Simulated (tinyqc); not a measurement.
As the film thickens, and with more bath resistance: electroplating on a thin resistive seed layer: kinetics, Wagner number and the terminal effect across a wafer. Computed by tinyqc, a small Python program. Command: `OMP_NUM_THREADS=1 python tinyqc.py 3120737 3120738 out.jsonl terminal walk`. One thread of a shared host (Intel(R) Xeon(R) Processor @ 2.30GHz), about 0.02 s of CPU time with the checks.

Current enters the seed at the rim. The bath is treated as a local resistance per area (no lateral flow in the liquid), two electrons per ion, molar volume 7.11 cm^3/mol, Faraday constant F = e N_A, kinematic viscosity 0.01 cm^2/s, omega = 2 pi x rpm/60; k_B T/e is in volts.

Inputs (values chosen for the exercise, of the order of those for copper plating from an acid sulfate bath):
```
quantity                               value         unit
wafer radius R                           7.5           cm
seed thickness t                         130           nm
seed resistivity                         9.9  microohm cm
bath conductivity kappa                 0.18         S/cm
gap to the anode h                         6           cm
extra resistance of a porous plate        27     ohm cm^2
exchange current density i_0             0.2      mA/cm^2
cathodic transfer coefficient alpha     0.84            -
mean current density                      39      mA/cm^2
diffusivity of the metal ion         6.5e-06       cm^2/s
metal ion concentration                 0.68        mol/L
rotation rate                            200          rpm
temperature T                            298            K
```

Constants: e = 1.602176634e-19 C; N_A = 6.02214076e+23 1/mol; k_B = 8.617333262e-05 eV/K.

Method:
- Growth rate = i V_m/(2 F). Levich limit i_L = 0.62 x 2 F D^(2/3) omega^(1/2) nu^(-1/6) c. Tafel overpotential eta = (k_B T/(alpha e)) ln(i/i_0); kinetic resistance k_B T/(alpha e i); bath resistance h/kappa + plate; R_s = resistivity/t; Wagner number = kinetic resistance x kappa/R.
- Full model: seed potential phi(r) with (1/r)(r phi')' = R_s i, where i solves phi = R_b i + (k_B T/(alpha e)) ln(i/i_0) (phi being the driving voltage left at r); phi'(0) = 0 and phi'(R) = R_s i_mean R/2. Solved by collocation to a tolerance of 1e-7.
- The film is taken as uniform, with the seed resistivity; the last column adds 100 ohm cm^2 to R_b. Extra power of that plate = i^2 x 100 ohm cm^2 x area.

sheet resistance R_s = 0.761538 ohm/square

bath resistance R_b = 60.3333 ohm cm^2

Edge over centre:
```
thickness (nm)  R_s (ohm/square)  as given  with 100 ohm cm^2 more
130                      0.76154    1.1830                  1.0676
195                      0.50769    1.1203                  1.0448
260                      0.38077    1.0895                  1.0335
390                      0.25385    1.0593                  1.0223
650                      0.15231    1.0354                  1.0133
1300                     0.07615    1.0176                  1.0067
2600                     0.03808    1.0088                  1.0033
```

extra power = 26.878 W

The ratio falls below 1.1 from 260 nm on as given, and from 130 nm on with the added resistance: what counts is R_s R^2 against the sum of kinetic and bath resistance.
